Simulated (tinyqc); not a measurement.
Schottky diode by the thermionic emission-diffusion theory: two steps of the calculation.

Metal on an n-type semiconductor with one parabolic valley; V > 0 is forward bias (metal positive). The band bends as a parabola over the depletion layer, by Vd = Vbi - V; no image force. Carriers drift and diffuse up to the interface and leave it with the velocity vR.

Inputs (values chosen for the exercise); band and dielectric values those of a made-up semiconductor:
- T = 300 K (temperature)
- me = 0.316 m0 (electron mass)
- eps_r = 9.61 (relative permittivity)
- mun = 290 cm^2/(V s) (electron mobility)
- phi = 1.3 eV (barrier height seen from the metal)
- Nd = 1.3e15 cm^-3 (donor density)
- V = 0.68 V (bias)

Constants: q = 1.602176634e-19 C, kB = 1.380649e-23 J/K, h = 6.62607015e-34 J s, m0 = 9.1093837015e-31 kg, Vt = kB T/q, eps0 = 8.8541878128e-14 F/cm where lengths are in cm. Results are converted to the units shown.

Task 1. Emission velocity. A* = 4 pi q me m0 kB^2/h^3 (times 1e-4 for A/(cm^2 K^2)); Nc = 2 (2 pi me m0 kB T/h^2)^1.5 (times 1e-6 for cm^-3); Vbi = phi - Vt ln(Nc/Nd); vR = A* T^2/(q Nc).

Find: A*; Nc; Vbi; vR.

Result 1.

A* = 37.975 A/(cm^2 K^2)
Nc = 4.4576e18 cm^-3
Vbi = 1.0896 V
vR = 4.7855e6 cm/s

vR equals sqrt(kB T/(2 pi me m0)).

Task 2. Diffusion velocity. LD = sqrt(eps0 eps_r Vt/(q Nd)), a = sqrt((Vbi - V)/Vt), D(a) = exp(-a^2) int_0^a exp(s^2) ds (Dawson), vD = mun Vt/(sqrt(2) LD D(a)). For large a, vD tends to mun times the surface field sqrt(2 q Nd (Vbi - V)/(eps0 eps_r)).

Vbi = 1.0895646 V

Find: LD; a; D(a); vD; mun times the surface field.

Result 2.

LD = 102.8 nm
a = 3.980
D(a) = 0.1300
vD = 3.967e6 cm/s
mun times the surface field = 4.106e6 cm/s

Computed by the program tinyqc: `OMP_NUM_THREADS=1 python tinyqc.py 2640094 2640095 out.jsonl`, one thread of a shared Intel Xeon 2.30GHz, about 0.01 s for the whole run.
